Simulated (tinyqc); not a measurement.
Haynes-Shockley experiment: drift, diffusion and decay of a minority-carrier pulse: one step, computed by the program tinyqc. Command: `OMP_NUM_THREADS=1 python tinyqc.py 3111404 3111405 out.jsonl haynes walk`. One thread of a shared host (Intel(R) Xeon(R) Processor @ 2.30GHz), about 0.02 s of CPU time with the checks.

A thin sheet of excess carriers is made at x = 0, t = 0 in a long uniform bar; injection is low, so the pulse moves with the minority mobility.

Task: The signal at the collector. dn(x, t) = N0/sqrt(4 pi D t) exp(-(x - v t)^2/(4 D t) - t/tau). At fixed x the signal peaks where d ln(dn)/dt = 0: a t^2 + t/2 - x^2/(4 D) = 0 with a = v^2/(4 D) + 1/tau. The full width at half maximum is found by solving dn(x, t) = peak/2 on both sides of the peak.

Inputs (values chosen for the exercise, modelled on electrons in p-type germanium in a lightly doped bar): lifetime tau = 340 microsecond; temperature T = 300 K; distance d to the collector = 0.72 cm; injected sheet density N0 = 2.2e+10 1/cm^2.

drift velocity v = 22344 cm/s

D = 101.3398 cm^2/s

Give: time of the peak t_p; peak density; width at half maximum.

Result:

time of the peak t_p = 31.983 microsecond

peak density = 9.9003e+10 1/cm^3

width at half maximum = 8.4669 microsecond
